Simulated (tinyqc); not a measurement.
Worked calculation: one-electron ion in a basis of Gaussians. One step of it, computed by the program tinyqc.

Task: Matrices over normalised Gaussians. With p = a_i + a_j and I(k) = Gamma((k+1)/2) / (2 p^((k+1)/2)): S = I(2l+2), T = (2l+3) a_i a_j S / p, V = -Z I(2l+1), each divided by sqrt(S_ii S_jj).

exponents of r^l exp(-a r^2) (1/bohr^2): [2.091000, 4.767000, 10.870000, 24.770000, 56.470000, 128.700000]

Z = 5

l = 0

Give: S; T; V.

Result:

S:
$$\begin{pmatrix}
1.0000 & 0.8835 & 0.6310 & 0.3923 & 0.2261 & 0.1256 \\
0.8835 & 1.0000 & 0.8834 & 0.6311 & 0.3923 & 0.2261 \\
0.6310 & 0.8834 & 1.0000 & 0.8836 & 0.6312 & 0.3924 \\
0.3923 & 0.6311 & 0.8836 & 1.0000 & 0.8835 & 0.6312 \\
0.2261 & 0.3923 & 0.6312 & 0.8835 & 1.0000 & 0.8836 \\
0.1256 & 0.2261 & 0.3924 & 0.6312 & 0.8836 & 1.0000
\end{pmatrix}$$

T (hartree):
$$\begin{pmatrix}
3.1365 & 3.8523 & 3.3196 & 2.2691 & 1.3676 & 0.7755 \\
3.8523 & 7.1505 & 8.7824 & 7.5692 & 5.1730 & 3.1183 \\
3.3196 & 8.7824 & 16.3050 & 20.0260 & 17.2610 & 11.7991 \\
2.2691 & 7.5692 & 20.0260 & 37.1550 & 45.6345 & 39.3315 \\
1.3676 & 5.1730 & 17.2610 & 45.6345 & 84.7050 & 104.0359 \\
0.7755 & 3.1183 & 11.7991 & 39.3315 & 104.0359 & 193.0500
\end{pmatrix}$$

V (hartree):
$$\begin{pmatrix}
-11.5376 & -13.0533 & -12.8165 & -11.4699 & -9.7609 & -8.1067 \\
-13.0533 & -17.4206 & -19.7094 & -19.3523 & -17.3182 & -14.7389 \\
-12.8165 & -19.7094 & -26.3060 & -29.7611 & -29.2235 & -26.1538 \\
-11.4699 & -19.3523 & -29.7611 & -39.7103 & -44.9271 & -44.1139 \\
-9.7609 & -17.3182 & -29.2235 & -44.9271 & -59.9583 & -67.8339 \\
-8.1067 & -14.7389 & -26.1538 & -44.1139 & -67.8339 & -90.5168
\end{pmatrix}$$
